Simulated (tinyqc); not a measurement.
Worked calculation: G0W0 on RHF in the 6-311g basis, for He, spin multiplicity 1. One step of it, computed by the program tinyqc.

Problem. G0W0 on Hartree-Fock: LUMO. W(p,q,m) = sqrt2 sum_ia (pq|ia) (X+Y)_ia,m; Sigma_c(x) = sum_(i,m) W^2/(x - e_i + w_m) + sum_(a,m) W^2/(x - e_a - w_m); solve x = e_p + Sigma_c(x) by Newton steps; Z = 1/(1 - dSigma/dx); 1 hartree = 27.211386 eV.

orbital energies (hartree): MO1 -0.916871, MO2 0.829434, MO3 6.313546

Two-electron integrals over orbitals (pq|rs), unique and non-zero (hartree):
```
(11|11) 1.026153    (21|11) -0.277318   (21|21) 0.146549    (22|11) 0.659589
(22|21) -0.113630   (22|22) 0.506646    (31|11) -0.173910   (31|21) 0.125599
(31|22) -0.078781   (31|31) 0.216548    (32|11) 0.229495    (32|21) -0.120916
(32|22) 0.102674    (32|31) -0.148688   (32|32) 0.127591    (33|11) 1.176980
(33|21) -0.380997   (33|22) 0.727303    (33|31) -0.386668   (33|32) 0.380658
(33|33) 1.599956
```

excitation energies w (hartree): 2.003699  7.655084

X + Y:
```
             1         2
1>2   0.933063  0.015629
1>3  -0.062160  0.971346
```

Give: The 12 largest terms at x = e_p; Newton steps; quasiparticle energy of the LUMO; Hartree-Fock value.

Solution.

The 12 largest terms at x = e_p (hartree; W for the signs of X + Y given):

| q | m | W | term |
|---|---|---|---|
| 2 | 1 | -0.1430 | -0.0102 |
| 1 | 1 | 0.1823 | 0.0089 |
| 1 | 2 | 0.1758 | 0.0033 |
| 3 | 2 | -0.2069 | -0.0033 |
| 3 | 1 | -0.1465 | -0.0029 |
| 2 | 2 | -0.1107 | -0.0016 |

Newton steps (hartree):

| step | x | Sigma_c(x) | Z |
|---|---|---|---|
| 0 | 0.8294 | -0.0058 | 0.9914 |
| 1 | 0.8237 | -0.0057 | 0.9914 |
| 2 | 0.8237 | -0.0057 | 0.9914 |

quasiparticle energy of the LUMO = 22.4141 eV

Hartree-Fock value = 22.5700 eV
